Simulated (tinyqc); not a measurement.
# Depletion-mode phase shifter in a rib waveguide and its Mach-Zehnder modulator: what changes with what

A lateral p-n junction at x0 in a waveguide whose mode intensity is a Gaussian of rms width s about x = 0; p side at smaller x. Reverse bias removes carriers and raises the index. Abrupt junction, doping uniform over the whole mode, lumped electrode (no travelling-wave effects).

Inputs (values chosen for the exercise); values close to those of silicon near 1550 nm:
- lam = 1550 nm (wavelength)
- eps_r = 11.7 (relative permittivity of the semiconductor)
- Na = 7.4e17 cm^-3 (acceptor density)
- Nd = 1.6e18 cm^-3 (donor density)
- Vb = 0.86 V (built-in voltage)
- s = 110 nm (rms width of the lateral mode intensity)
- x0 = 60 nm (junction offset towards the n side)
- G = 0.91 (vertical confinement times ng/n)
- hr = 150 nm (rib height)
- Cf = 28 pF/m (fringe capacitance)
- Rs = 15.7 ohm mm (series resistance)
- V = 4 V (reverse bias)
- a0 = 1.7 dB/cm (passive loss)

Constants: q = 1.602176634e-19 C, eps0 = 8.8541878128e-14 F/cm where lengths are in cm. Results are converted to the units shown.

Each table varies one quantity; the others keep the values above.

## Effect of the donor density

Free-carrier changes (empirical, N and P in cm^-3): |dn| = 8.5e-18 P^0.8 for holes, 8.8e-22 N for electrons; absorption 6e-18 P and 8.5e-18 N in 1/cm. W = sqrt(2 eps0 eps_r (Vb + V)(1/Na + 1/Nd)/q); edges xp = x0 - W Nd/(Na + Nd), xn = x0 + W Na/(Na + Nd); F(x) = [1 + erf(x/(sqrt(2) s))]/2. dneff = G {dn_h [F(xp(0)) - F(xp(V))] + dn_e [F(xn(V)) - F(xn(0))]}; VpiL = lam V/(2 dneff); loss = a0 + 4.343 G {a_h F(xp) + a_e [1 - F(xn)]} dB/cm at V; C = eps0 eps_r hr/W + Cf; fRC = 1/(2 pi Rs C).

Results:

| Nd (cm^-3) | dneff | VpiL (V cm) | loss (dB/cm) | VpiL x loss (V dB) | C (pF/m) | fRC (GHz) |
|---|---|---|---|---|---|---|
| 5e16 | 7.0009e-5 | 4.4280 | 12.774 | 56.563 | 70.420 | 143.95 |
| 9.4e16 | 9.8460e-5 | 3.1485 | 12.311 | 38.761 | 84.608 | 119.81 |
| 1.7e17 | 1.3553e-4 | 2.2873 | 11.847 | 27.097 | 100.88 | 100.49 |
| 3.3e17 | 1.8812e-4 | 1.6479 | 11.656 | 19.208 | 121.64 | 83.338 |
| 6.1e17 | 2.4118e-4 | 1.2854 | 12.596 | 16.190 | 141.34 | 71.721 |
| 2.1e18 | 3.2808e-4 | 0.94491 | 24.214 | 22.880 | 172.99 | 58.599 |
| 4e18 | 3.5490e-4 | 0.87348 | 41.943 | 36.637 | 182.89 | 55.427 |

Estimate the missing row, Nd = 1.1e18 cm^-3.

Computed row:

| Nd (cm^-3) | dneff | VpiL (V cm) | loss (dB/cm) | VpiL x loss (V dB) | C (pF/m) | fRC (GHz) |
|---|---|---|---|---|---|---|
| 1.1e18 | 2.8798e-4 | 1.0765 | 15.791 | 16.998 | 158.37 | 64.009 |

With this row back in the table: As Nd goes from 5e16 to 4e18 cm^-3, VpiL falls from 4.43 to 0.873 V cm, the loss goes from 12.8 through a minimum of 11.7 (at Nd = 3.3e17 cm^-3 among the rows listed) to 41.9 dB/cm, their product goes from 56.6 through a minimum of 16.2 (at Nd = 6.1e17 cm^-3 among the rows listed) to 36.6 V dB and fRC falls from 144 to 55.4 GHz. Rs is held fixed, though in a real device it falls with doping. For Nd = 6.1e17 to 4e18 cm^-3 the peak field passes 0.7 MV/cm, near breakdown of such junctions.

## Effect of the reverse bias

Same model as above.

Effect of the reverse bias:

| V (V) | dneff | VpiL (V cm) | loss (dB/cm) | VpiL x loss (V dB) | C (pF/m) | fRC (GHz) |
|---|---|---|---|---|---|---|
| 0.5 | 5.856e-5 | 0.6617 | 24.48 | 16.20 | 291.6 | 34.77 |
| 1.3 | 1.333e-4 | 0.7557 | 23.09 | 17.45 | 237.1 | 42.75 |
| 2.1 | 1.950e-4 | 0.8344 | 21.96 | 18.33 | 206.7 | 49.05 |
| 2.9 | 2.486e-4 | 0.9042 | 20.99 | 18.98 | 186.5 | 54.35 |
| 3.6 | 2.905e-4 | 0.9604 | 20.24 | 19.43 | 173.5 | 58.41 |
| 4.4 | 3.342e-4 | 1.020 | 19.45 | 19.85 | 162.0 | 62.57 |
| 5.2 | 3.741e-4 | 1.077 | 18.74 | 20.18 | 152.9 | 66.32 |
| 6 | 4.110e-4 | 1.131 | 18.08 | 20.45 | 145.4 | 69.74 |

What does the comparison show, and why?

As V goes from 0.5 to 6 V, VpiL rises from 0.662 to 1.13 V cm, the loss falls from 24.5 to 18.1 dB/cm, their product rises from 16.2 to 20.5 V dB and fRC rises from 34.8 to 69.7 GHz. dneff goes as V^(0.78) on average, slower than linearly since W grows as a square root. For V = 2.9 to 6 V the peak field passes 0.7 MV/cm, near breakdown of such junctions.

Numbers from tinyqc (`OMP_NUM_THREADS=1 python tinyqc.py 2650131 2650132 out.jsonl`; about 0.01 s on one thread of a shared Intel Xeon 2.30GHz).
